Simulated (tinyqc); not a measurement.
Specific resistance of a metal-semiconductor contact and its transmission-line measurement: one step, computed by the program tinyqc.

The barrier is parabolic (depletion approximation), energies E are normal energies counted from the band edge in the neutral semiconductor (downwards for holes), and the bias is zero. xi is an input, held fixed when other inputs move.

Task: Current crowding. Transmission-line model: transfer length L_T = sqrt(rho_c/R_sh); R_c = (R_sh L_T/W) coth(d/L_T). Limits: rho_c/(W d) for d << L_T, sqrt(rho_c R_sh)/W for d >> L_T.

Inputs (values chosen for the exercise, modelled on n-type In0.53Ga0.47As):

| quantity | value | unit |
|---|---|---|
| temperature T | 300 | K |
| sheet resistance R_sh | 8.6 | ohm |
| contact length d | 0.74 | micrometre |
| contact width W | 3.4 | micrometre |

Image-force lowering: left out.

specific contact resistance rho_c = 2.103397e-08 ohm cm^2

Give: transfer length L_T; d/L_T; contact resistance R_c; R_c W; short-contact limit; long-contact limit.

Result:

transfer length L_T = 0.49455 micrometre

d/L_T = 1.4963

contact resistance R_c = 1.3830 ohm

R_c W = 4.7023 ohm micrometre

short-contact limit = 0.83601 ohm

long-contact limit = 1.2509 ohm

The contact is about one transfer length long, between the two limits.
